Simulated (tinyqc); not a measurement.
Exchange splitting: exchange-split free-electron bands and tunnelling magnetoresistance.

Majority and minority bands E = c k^2/m -/+ Dx/2, c = hbar^2/2m0, so k_up = sqrt(m (EF + Dx/2)/c), k_dn = sqrt(m (EF - Dx/2)/c); n_s = k_s^3/(6 pi^2), D_s = m k_s/(4 pi^2 c).

Barrier: kappa = sqrt(mb phi/c), c = hbar^2/2m0. With a = k1/m, b = k2/m, w = kappa/mb, the transmission at normal incidence is T(k1, k2) = 4 a b w^2/[w^2 (a + b)^2 + (w^2 + a^2)(w^2 + b^2) sinh^2(kappa d)]. Parallel: G_P = T(up, up) + T(dn, dn); antiparallel: G_AP = 2 T(up, dn); TMR = (G_P - G_AP)/G_AP. Julliere: TMR = 2 P^2/(1 - P^2). Slonczewski factor: P_eff = P_k (w^2 - a_up a_dn)/(w^2 + a_up a_dn), P_k = (k_up - k_dn)/(k_up + k_dn).

Constants: hbar^2/2m0 = 3.80998211 eV angstrom^2.

Values chosen for the exercise: EF = 5.47 eV (Fermi energy above the mean band bottom); m = 1.36 m0 (mass in the electrodes); phi = 1.18 eV (barrier height above EF); mb = 0.9 m0 (mass in the barrier); d = 14.7 angstrom (barrier thickness).

Dx takes the listed multiples of 2 EF.

Results:

| Dx/(2 EF) | k_up | k_dn | P_k | P_eff | TMR (%) |
|---|---|---|---|---|---|
| 0.10 | 1.4655 | 1.3256 | 0.0501 | -0.0254 | 0.13 |
| 0.20 | 1.5307 | 1.2498 | 0.1010 | -0.0506 | 0.51 |
| 0.35 | 1.6236 | 1.1266 | 0.1807 | -0.0874 | 1.54 |
| 0.50 | 1.7114 | 0.9881 | 0.2679 | -0.1214 | 2.99 |
| 0.65 | 1.7949 | 0.8267 | 0.3693 | -0.1476 | 4.45 |
| 0.80 | 1.8747 | 0.6249 | 0.5000 | -0.1480 | 4.48 |
| 0.90 | 1.9261 | 0.4419 | 0.6268 | -0.0904 | 1.65 |
| 0.97 | 1.9613 | 0.2420 | 0.7803 | 0.1136 | 2.62 |

What can be read from this table?

P_k rises from 0.050 to 0.780, and TMR goes from 0.13 % to 2.6 %, not steadily: its largest value is 4.48 % at 0.8 and its smallest 0.13 % at 0.1; P_eff changes sign along the table. At Dx = 2 EF the minority band is empty (a half metal) and G_AP vanishes.

Program tinyqc; command `OMP_NUM_THREADS=1 python tinyqc.py 1651758 1651759 out.jsonl`; about 0.01 s on one thread of a shared Intel(R) Xeon(R) Processor @ 2.30GHz.
